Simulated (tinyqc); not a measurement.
Worked calculation: heavy doping: gap narrowing, degeneracy and the minority density. Values are carried at full precision from step to step, so a last printed digit may differ when a step is redone from the rounded ones.

Empirical narrowing (Slotboom form, constants chosen for the exercise; published fits of this form give the apparent narrowing, here it is taken as the true one): dEg = E0 [ln(N/N0) + sqrt(ln(N/N0)^2 + C)].

Constants: kB = 8.617333262e-05 eV/K; e^2/(4 pi eps0) = 14.39964547 eV angstrom.

Inputs chosen for the exercise (gap and densities of states near those of Si at this temperature; narrowing constants near the fits for Si; shifted at random, so the results belong to these values and not to a real crystal):
- N = 1.7e+19 1/cm^3 (ionised acceptors, equal to the majority density)
- E0 = 6.23 meV (narrowing scale)
- N0 = 1.5e+17 1/cm^3 (onset density)
- C = 0.5 (smoothing constant)
- Nv = 1.19e+19 1/cm^3 (valence-band density of states)
- Eg = 1.105 eV (gap)
- Nc = 2.69e+19 1/cm^3 (conduction-band density of states)
- T = 300 K
- eps = 11.3 (dielectric constant)
- Mv = 1 (majority valleys)

## Gap narrowing

Evaluate at N.

ln(N/N0) = 4.7303
dEg (empirical fit) = 59.27 meV

Well above N0 each decade of doping adds 2 E0 ln 10 = 28.7 meV.

## Degeneracy of the majority band

F_j(eta) = (1/Gamma(j + 1)) integral_0^infinity x^j dx/(1 + exp(x - eta)), which tends to exp(eta) for eta << 0.

Majority: N = Nv F_1/2(eta), eta the distance of EF beyond the majority band edge in kT. Degeneracy factor gam = F_1/2(eta)/exp(eta). ni0^2 = Nc Nv exp(-Eg/kT); product n p = ni0^2 gam exp(dEg/kT), dEg the true narrowing; apparent narrowing dEa = dEg + kT ln gam; minority density = n p/N.

Solve for eta and form gam.

N/Nv = 1.429
eta = 0.8521
gam = 0.6093

## Product and minority density

Combine both effects.

ni0 = 9.36e+09 1/cm^3
exp(dEg/kT) = 9.90
dEa = 46.5 meV
sqrt(n p) = 2.30e+10 1/cm^3
minority density = 31.1 1/cm^3

Narrowing multiplies the product by 9.9 and degeneracy by 0.609; together they change the minority density by a factor 6.03 against ni0^2/N.

## Two estimates of the size

Two physical estimates, e2 = e^2/(4 pi eps0), N in 1/angstrom^3: exchange shift at the Fermi level, Ex = (e2/eps) kF/pi with kF = (3 pi^2 N/Mv)^(1/3); screened-pair energy (Lanyon-Tuft), Es = (3/4)(e2/eps) qs with qs^2 = (4 pi e2 N/(eps kT)) F_-1/2(eta)/F_1/2(eta).

Evaluate both at N.

kF = 0.07955 1/angstrom
Ex = 32.27 meV
Es = 80.45 meV

Against the fitted dEg = 59.3 meV, Ex is 0.54 and Es 1.36 times as large; each keeps one mechanism only, and Ex assumes a strongly degenerate gas, while here eta is only 0.85.

## Checks

- Minority density against the Boltzmann occupation of the other band at the narrowed gap (1/cm^3): both 31.06.

Program tinyqc; command `OMP_NUM_THREADS=1 python tinyqc.py 1651142 1651143 out.jsonl`; about 0.01 s on one thread of a shared Intel(R) Xeon(R) Processor @ 2.30GHz.
